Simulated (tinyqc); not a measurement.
Inside a calculation. Method: Hubbard chain of 5 sites. Computed by tinyqc, a small Python program that keeps every step. Settings: hopping = 0.8, U = 5.1, mixing = 0.5, iteration cap = 73. Command: `OMP_NUM_THREADS=1 python tinyqc.py 27262 27263 out.jsonl` (the two numbers bound the seeds that draw the settings). One thread of a shared host (Intel(R) Xeon(R) Processor @ 2.60GHz), about 0.2 s of CPU time with the checks. Later iterations appear only in the table of the cycle.

## Mean-field iteration 1

one-body matrix (hopping and site energies) (eV):
```
,1,2,3,4,5
1,0.00000,-0.80000,0.00000,0.00000,0.00000
2,-0.80000,0.00000,-0.80000,0.00000,0.00000
3,0.00000,-0.80000,0.00000,-0.80000,0.00000
4,0.00000,0.00000,-0.80000,0.00000,-0.80000
5,0.00000,0.00000,0.00000,-0.80000,0.00000
```

U = 5.10000 eV

electrons, up and down: 3  2

mixing = 0.50000

n(up) at the start (a guess, not normalised): 1 0.60000, 2 0.60000, 3 0.60000, 4 0.60000, 5 0.60000

n(down) at the start (a guess): 1 0.40000, 2 0.40000, 3 0.40000, 4 0.40000, 5 0.40000

H(up) = T + U n(down), H(down) = T + U n(up); fill the lowest levels; n(new) = n + mixing (n(out) - n); E = tr T (rho up + rho down) + U sum n_up n_down of the output.

levels, up (eV): 0.65436  1.24000  2.04000  2.84000  3.42564

levels, down (eV): 1.67436  2.26000  3.06000  3.86000  4.44564

energy = 1.57872 eV

n(up) after iteration 1: 1 0.63333, 2 0.55000, 3 0.63333, 4 0.55000, 5 0.63333

n(down) after iteration 1: 1 0.36667, 2 0.45000, 3 0.36667, 4 0.45000, 5 0.36667

## Mean-field iteration 2

As before.

levels, up (eV): 0.68066  1.25476  1.87000  2.91024  3.48434

levels, down (eV): 1.61566  2.18976  3.23000  3.84524  4.41934

energy = 1.13782 eV

n(up) after iteration 2: 1 0.68841, 2 0.47396, 3 0.67526, 4 0.47396, 5 0.68841

n(down) after iteration 2: 1 0.31159, 2 0.52604, 3 0.32474, 4 0.52604, 5 0.31159

## Convergence

Each step fills the lowest levels of T + U n(other spin) and sets n(new) = n + mixing (n(out) - n); stop when output and input agree to 1e-8.

Course of the cycle:
```
iteration,E (eV),largest |n(out) - n(in)|,mean |n_up - n_down|
1,1.5787187,1.00e-01,0.20000
2,1.1378198,1.52e-01,0.36332
3,0.3493269,2.03e-01,0.56723
4,-0.4069687,2.07e-01,0.73593
5,-0.7880924,1.63e-01,0.83067
6,-0.9228145,1.10e-01,0.87607
7,-0.9654323,6.86e-02,0.89795
8,-0.9787987,4.12e-02,0.90905
9,-0.9830602,2.43e-02,0.91496
10,-0.9844415,1.42e-02,0.91820
11,-0.9848945,8.23e-03,0.92002
...,...,...,...
27,-0.9851188,1.41e-06,0.92245
28,-0.9851188,8.19e-07,0.92245
29,-0.9851188,4.76e-07,0.92245
30,-0.9851188,2.76e-07,0.92245
31,-0.9851188,1.60e-07,0.92245
32,-0.9851188,9.31e-08,0.92245
33,-0.9851188,5.40e-08,0.92245
34,-0.9851188,3.13e-08,0.92245
35,-0.9851188,1.82e-08,0.92245
36,-0.9851188,1.05e-08,0.92245
37,-0.9851188,6.10e-09,0.92245
```

local moments n_up - n_down: 1 0.95082, 2 -0.90306, 3 0.90448, 4 -0.90306, 5 0.95082

Converged in 37 iterations. Before convergence this energy mixes input and output and is not variational, so it may rise towards its limit.

## Exact diagonalisation (100 states)

Lowest levels of the sector, and the double occupancy of the lowest state.

lowest levels (eV): -1.34770  -1.02282  -0.83406  -0.77777  -0.61007  -0.38673

double occupancy per site = 0.04462

The mean-field solution above lies 0.3626 eV above the exact energy.

## The lowest level by Lanczos steps

From a random start vector (not printed): a_j = <q_j|H|q_j>, b_j = norm of the remainder after orthogonalising; the Ritz value is the lowest eigenvalue of the tridiagonal matrix of a and b so far.

Lanczos:
```
j,a_j (eV),b_j (eV),lowest Ritz value (eV)
1,4.51504,3.84270,4.5150355
2,5.55893,4.28339,1.1589988
3,4.60544,2.52507,-0.7140478
4,5.50062,3.35866,-1.0349005
5,6.37783,4.09912,-1.1342682
6,4.59579,3.49773,-1.2241593
7,6.91106,3.03144,-1.2956435
8,6.43351,3.20348,-1.3180604
9,4.46351,4.09853,-1.3273962
10,5.75149,2.93917,-1.3399314
```
